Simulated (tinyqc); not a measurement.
Gap of the edge states against width: BHZ model on a square lattice (one spin block).

h(k) = e0 + d.s with s the Pauli matrices in the basis (E, H), k in units of 1/a: dx = (A/a) sin kx, dy = (A/a) sin ky, dz = M - (2B/a^2)(2 - cos kx - cos ky), e0 = -(2D/a^2)(2 - cos kx - cos ky). The other spin block is h*(-k). For small k this is the continuum model with dz = M - B k^2.

Ribbon along x with N rows: cos ky and sin ky become hoppings between rows, block (A/a) sy/(2i) + (B/a^2) sz + D/a^2 from row n to n + 1, and the rows end at hard walls; width (N + 1) a.

Values chosen for the exercise (of the size used for HgTe wells; shifted at random, so the results belong to these values and not to a real crystal):
```
symbol  value    unit           meaning
A       3.69     eV angstrom
B       -74.2    eV angstrom^2
D       -51.2    eV angstrom^2
M       -0.0158  eV             mass term
a       30       angstrom       grid spacing
```

penetration = 307.39 angstrom
E at kx = 0 = 10.9024 meV

The two middle levels of the ribbon at kx = 0. The continuum edge state has E = -D M/B and penetration 1/Re(l1), l1 = F - sqrt(F^2 - M/B), F = |A|/(2 sqrt(B^2 - D^2)).

Edge levels:
```
N   width (nm)  lower (meV)  upper (meV)  gap (meV)
6         21.0        0.075       43.557    43.4820
10        33.0        5.058       25.378    20.3197
14        45.0        7.309       18.536    11.2267
20        63.0        8.981       14.270     5.2891
28        87.0       10.005       12.192     2.1878
40       123.0       10.607       11.253     0.6462
56       171.0       10.837       10.971     0.1344
```

What can be read from this table?

The two edges of one spin block overlap and open a gap, 43.48 meV at 21 nm and 0.1344 meV at 171 nm, against a bulk gap 2|M| = 31.6 meV at Gamma and a penetration of 30.7 nm. Rows with a gap above 2|M| are narrower than the edge states and hold confined bulk levels. Between the last two widths the gap falls as exp(-W/30.6 nm). The mean of the pair in the widest ribbon is 10.904 meV, against 10.902 for the continuum edge.

(tinyqc, `OMP_NUM_THREADS=1 python tinyqc.py 1451677 1451678 out.jsonl`, Intel(R) Xeon(R) Processor @ 2.30GHz, 1 thread, shared host, about 0.1 s.)
